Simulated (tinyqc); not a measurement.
## Inverter chain driving a load

N inverters, each f = Hc^(1/N) times larger than the one before: delay tau N (f + pp). Switched capacitance in units of the first input, with output capacitance pp times the input: Hc + (1 + pp)(Hc - 1)/(f - 1).

Parameters, values chosen for the exercise:

| symbol | value | unit | meaning |
|---|---|---|---|
| Hc | 750 |  | load over the input capacitance of the chain |
| pp | 0.6 |  | parasitic delay of an inverter |
| tau | 5.7 | ps | delay unit |

Result of one run:
```
f,delay (ps),switched capacitance
2.0867,137.83,1852.8
```

Which number of stages N gave this result: 3, 4, 6 or 9?

N = 9.

The whole series:
```
N,f,delay (ps),switched capacitance
3,9.0856,165.62,898.21
4,5.2332,133.00,1033.1
5,3.7585,124.22,1184.4
6,3.0142,123.61,1345.0
7,2.5747,126.67,1511.0
8,2.2876,131.68,1680.7
9,2.0867,137.83,1852.8
10,1.9387,144.70,2026.7
```

The delay goes from 166 through a minimum of 124 (at N = 6 among the rows listed) to 145 ps. The best stage effort solves pp + rho (1 - ln rho) = 0, rho = 3.27, which gives N = ln Hc/ln rho = 5.59. One stage fewer than the best costs 0.49 % in delay and saves 12 % of the switched capacitance.

Computed by the program tinyqc: `OMP_NUM_THREADS=1 python tinyqc.py 2082162 2082163 out.jsonl`, one thread of a shared Intel Xeon 2.30GHz, about 0.01 s for the whole run.
